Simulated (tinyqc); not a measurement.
# Gate voltage for a wanted density

Problem. A HEMT has a barrier of thickness d, permittivity eb and off voltage Voff; energies are counted from the channel band edge at the interface. F = q (eta ns + Nb)/(eps0 ec) in eV/nm; E_k = a_k (C F^2/me)^(1/3), a_0 = 2.338107, a_1 = 4.087949, C = hbar^2/(2 m0); D = me m0 q/(pi hbar^2); ns = D Vt [ln(1 + exp((EF - E_0)/Vt)) + ln(1 + exp((EF - E_1)/Vt))], which gives EF = E_0 + Vt ln{2 s/[(1 + u) + sqrt((1 + u)^2 + 4 u s)]} with s = exp(ns/(D Vt)) - 1, u = exp((E_0 - E_1)/Vt). Charge control: ns + Nb = eps0 eb (Vg - Voff - EF)/(q d). Find E_0, E_1, EF and the Vg that gives this ns.

Parameters, values chosen for the exercise; material values close to those of InAlAs on In0.53Ga0.47As:
```
symbol,value,unit,meaning
T,77,K,temperature
d,31,nm,barrier thickness from gate to channel
me,0.0399,m0,electron mass in the channel
ec,13.7,,relative permittivity of the channel
eta,0.6,,share of ns that counts in the confining field
Nb,3e10,cm^-2,depletion charge of the buffer
```

Constants: q = 1.602176634e-19 C, kB = 1.380649e-23 J/K, hbar = 1.054571817e-34 J s, m0 = 9.1093837015e-31 kg, Vt = kB T/q, eps0 = 8.8541878128e-14 F/cm where lengths are in cm, hbar^2/(2 m0) = 0.0380998212 eV nm^2. Results are converted to the units shown.

ns = 1.8e12 cm^-2
eb = 12.7
Voff = -0.016079284 V

Answer. In this direction nothing needs iterating: ns fixes the field, the levels and EF, and the charge-control relation gives Vg.

E_0 = 0.1379 eV
E_1 = 0.2411 eV
EF = 0.2413 eV
Vg = 1.033 V

Program tinyqc, `OMP_NUM_THREADS=1 python tinyqc.py 2180074 2180075 out.jsonl`; Intel Xeon 2.30GHz, shared host, one thread, about 0.01 s.
